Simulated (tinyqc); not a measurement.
Worked calculation: coherent transport through a tight-binding region between two chains. One step of it, computed by the program tinyqc.

Task: Transmission at E = -0.53 eV. Surface Green function g = (E - i sqrt(4 t^2 - E^2)) / (2 t^2); self-energy tc^2 g on each contact site; G = (E - H - Sigma)^(-1); Gamma = -2 Im Sigma; T = Gamma_L Gamma_R |G_LR|^2; local density of states -Im G_ii / pi.

H of the central region (eV):
```
           1          2          3          4          5          6
1   0.960000  -1.640000   0.000000   0.000000   0.000000  -1.640000
2  -1.640000  -0.600000  -1.640000   0.000000   0.000000   0.000000
3   0.000000  -1.640000   0.210000  -1.640000   0.000000   0.000000
4   0.000000   0.000000  -1.640000  -0.620000  -1.640000   0.000000
5   0.000000   0.000000   0.000000  -1.640000  -0.380000  -1.640000
6  -1.640000   0.000000   0.000000   0.000000  -1.640000   0.280000
```

Leads: semi-infinite chains with site energy 0:
```
parameter                           value
lead hopping t (eV)              1.970000
coupling to the left lead (eV)   1.410000
coupling to the right lead (eV)  0.330000
left contact site                       1
right contact site                      4
```

E = -0.530000 eV

Give: g; G; local density of states; transmission.

Result:

g = -0.0683-0.5030i 1/eV

G (1/eV):
```
                 1                2                3                4
1   0.0701-0.0116i   0.3067-0.0232i  -0.0832+0.0126i  -0.3443+0.0289i
2   0.3067-0.0232i   0.1991-0.0955i   0.2945+0.0273i  -0.0663+0.1078i
3  -0.0832+0.0126i   0.2945+0.0273i   0.0707-0.0137i   0.3471-0.0335i
4  -0.3443+0.0289i  -0.0663+0.1078i   0.3471-0.0335i   0.2229-0.1229i
5   0.1046-0.0028i  -0.2870-0.0315i  -0.0924+0.0041i   0.2453+0.0333i
6   0.3539-0.0291i   0.0400-0.1107i  -0.3556+0.0339i  -0.2004+0.1260i

                 5                6
1   0.1046-0.0028i   0.3539-0.0291i
2  -0.2870-0.0315i   0.0400-0.1107i
3  -0.0924+0.0041i  -0.3556+0.0339i
4   0.2453+0.0333i  -0.2004+0.1260i
5   0.0789-0.0143i   0.3717-0.0346i
6   0.3717-0.0346i   0.2344-0.1291i
```

local density of states (1/eV): 0.0037  0.0304  0.0044  0.0391  0.0046  0.0411

transmission = 0.0262
